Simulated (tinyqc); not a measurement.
# Worked calculation: MOS capacitor on a p-type substrate, surface potential from the exact charge relation

Computed by the program tinyqc: `OMP_NUM_THREADS=1 python tinyqc.py 2060034 2060035 out.jsonl`, one thread of a shared Intel Xeon 2.30GHz, about 0.01 s for the whole run. Printed values are rounded.

Uniform p-type substrate, Boltzmann statistics, full ionisation, classical densities. psi is the surface potential against the body (positive when the bands bend down) and u = psi/Vt. Traps are spread evenly over the gap and neutral at flat band, so their charge is -q Dit psi; the minority quasi-Fermi level is shifted by Vb.

Parameters, values chosen for the exercise; band and dielectric values close to those of In0.53Ga0.47As:
- T = 300 K (temperature)
- Eg = 0.729 eV (band gap)
- eps_r = 14.2 (relative permittivity)
- Nc = 2.12e17 cm^-3 (conduction-band density of states at T)
- Nv = 7.6e18 cm^-3 (valence-band density of states at T)
- chi = 4.43 eV (electron affinity)
- N = 9.5e16 cm^-3 (acceptor density of the substrate)
- eox = 3.9 (relative permittivity of the gate insulator (close to silicon dioxide))
- tox = 15 nm (insulator thickness)
- phiM = 4.65 eV (gate work function)
- Nf = 0 cm^-2 (fixed charge at the interface, in units of q)
- Dit = 3.2e12 cm^-2 eV^-1 (density of interface traps)
- Vb = 0 V (reverse bias of the inversion layer against the body)
- Vg = 3.59 V (gate voltage against the body)

Constants: q = 1.602176634e-19 C, kB = 1.380649e-23 J/K, Vt = kB T/q, eps0 = 8.8541878128e-14 F/cm where lengths are in cm. Results are converted to the units shown.

Range of the model: At this gate voltage the surface density exceeds 0.3 of the band density of states, so degeneracy and confinement would lower the charge and capacitance.

## Flat band, threshold and scales

ni = sqrt(Nc Nv) exp(-Eg/(2 Vt)), Eg in volts; phiF = Vt ln(N/ni); Cox = eps0 eox/tox; Vfb = phiM - chi - (Eg - Vt ln(Nv/N)) - q Nf/Cox; Q0 = sqrt(2 eps0 eps_r q N Vt); r = (ni/N)^2 exp(-Vb/Vt); VT = Vfb + [(2 phiF + Vb)(1 + q Dit/Cox) + sqrt(2 eps0 eps_r q N (2 phiF + Vb))/Cox].

ni = 9.55530e11 cm^-3
phiF = 0.297482 V
Cox = 0.230209 uF/cm^2
Vfb = -0.395716 V
Q0 = 31.4556 nC/cm^2
r = 1.01168e-10
VT = 2.17979 V

## Starting value

psi = Vg - Vfb, limited to the range from -4 Vt to +(2 phiF + Vb + 4 Vt).

psi at the start = 0.698372 V

## Iteration 1: Newton step for the surface potential

u = psi/Vt; F^2 = exp(-u) + u - 1 + r (exp(u) - u - 1); Qs = -sign(u) Q0 F; Cs = -dQs/dpsi = (Q0/Vt) |1 - exp(-u) + r (exp(u) - 1)|/(2 F). f = Vfb + psi + (q Dit psi - Qs)/Cox - Vg, f' = 1 + (Cs + q Dit)/Cox, psi(new) = psi - f/f'.

u = 27.0142
F = 8.97844
Qs = -282.422 nC/cm^2
Cs = 3.76732 uF/cm^2
f = -0.505196 V
f' = 19.5919
psi after iteration 1 = 0.724158 V

## Iteration 2: Newton step for the surface potential

As before.

u = 28.0117
F = 13.2305
Qs = -416.173 nC/cm^2
Cs = 6.85306 uF/cm^2
f = 0.159017 V
f' = 32.9960
psi after iteration 2 = 0.719339 V

## Course of the Newton iteration

Stop when the step is below 1e-10 V, or after 60 iterations.

Course of the iteration:
```
iteration	psi before the step (V)	f (V)	step (V)
1	0.698372	-0.505	0.0258
2	0.724158	0.159	-4.82e-3
3	0.719339	7.37e-3	-2.46e-4
4	0.719093	1.81e-5	-6.05e-7
5	0.719092	1.09e-10	-3.66e-12
```

Converged in 5 iterations.

## Charges, field and capacitances at the solution

converged psi = 0.719092 V

u = psi/Vt; F^2 = exp(-u) + u - 1 + r (exp(u) - u - 1); Qs = -sign(u) Q0 F; Cs = -dQs/dpsi = (Q0/Vt) |1 - exp(-u) + r (exp(u) - 1)|/(2 F). Low frequency: 1/C_LF = 1/Cox + 1/(Cs + q Dit). High frequency, in the simple estimate in which traps and minority carriers do not follow: 1/C_HF = 1/Cox + 1/Cd, Cd being Cs with r = 0 at the same psi. Minority sheet density N_inv = (Q0/(2 q)) int_0^u r (exp(t) - 1)/F(t) dt for u > 0. Oxide field |Qs - q Dit psi + q Nf|/(eps0 eox).

Qs = -383.330 nC/cm^2
N_inv = 1.39688e12 cm^-2
oxide field = 2.17775 MV/cm
Cs = 6.12513 uF/cm^2
C_LF/Cox = 0.966481
C_HF/Cox = 0.337896

The surface is in strong inversion (borders at |psi| = 0, phiF + Vb and 2 phiF + Vb = 0.595 V). Minority carriers make up 58.4 % of Qs.
